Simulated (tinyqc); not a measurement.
Worked calculation: Rayleigh-quotient iteration on a symmetric matrix. One step of it, computed by the program tinyqc.

Problem. Step 2. solve (A - shift) w = v; v' = w/|w| with its largest component positive (the first on a tie); lambda = v'^T A v'; the next shift is lambda.

A:
```
           1          2          3
1   2.249000  -0.553000  -0.102000
2  -0.553000   3.466000   0.328000
3  -0.102000   0.328000   3.610000
```

vector after step 1: 0.817466  0.481905  0.315464

Rayleigh quotient after step 1 = 2.278491

Give: vector after step 2; Rayleigh quotient after step 2.

Solution.

vector after step 2: 0.934  0.350  -0.077

Rayleigh quotient after step 2 = 2.042
